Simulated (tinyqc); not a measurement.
Plane-wave Kohn-Sham cycle with exchange-only LDA in a layered model solid, step by step. One step of it, computed by the program tinyqc.

Problem. Iteration 2: levels at that k. Diagonalise the Hermitian matrix.

H (hartree):
```
           -2         -1         +0         +1         +2
-2   0.229669  -0.027305  -0.072493   0.010023   0.003150
-1  -0.027305  -0.023300  -0.027305  -0.072493   0.010023
+0  -0.072493  -0.027305  -0.107624  -0.027305  -0.072493
+1   0.010023  -0.072493  -0.027305  -0.023300  -0.027305
+2   0.003150   0.010023  -0.072493  -0.027305   0.229669
```

Give: eigenvalues.

Solution.

eigenvalues (hartree): -0.162  -0.070  0.042  0.234  0.261
